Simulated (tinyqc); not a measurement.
Solid solubility of a dopant against its melt (retrograde solidus), clustering and the electrically active fraction: one step, computed by the program tinyqc.

Task: Active fraction after the anneal. A highly soluble donor (another dopant than that of the solidus) is limited by clustering. Donors N_a are active, and clusters hold m atoms each: N_t = N_a + m C, m C = N* (N_a/N*)^m, with N*(T) = N*(1273 K) exp[-(E_b/k_B)(1/T - 1/1273)]. Resistivity = 1/(e mu N_a).

Inputs (values chosen for the exercise, of the order of those of gallium in silicon for the solubility):

| quantity | value | unit |
|---|---|---|
| total dopant density N_t | 1.9e+20 | 1/cm^3 |
| atoms per cluster m | 2 | - |
| cluster scale N* at 1273 K | 3e+20 | 1/cm^3 |
| activation energy E_b of the cluster scale | 0.56 | eV |
| anneal temperature T_a | 1100 | K |
| mobility mu | 90 | cm^2/(V s) |

Clustering: clusters of m atoms, electrons left out.

Constants: k_B = 8.617333262e-05 eV/K; e = 1.602176634e-19 C.

Give: N*(T_a); active density N_a; active fraction; resistivity.

Result:

N*(T_a) = 1.3441e+20 1/cm^3

active density N_a = 1.0616e+20 1/cm^3

active fraction = 0.55873

resistivity = 0.65327 milliohm cm

Doubling the dose would raise N_a by only 59 %. Caution: this clustering law is a generic form; degeneracy and a doping-dependent mobility are left out.
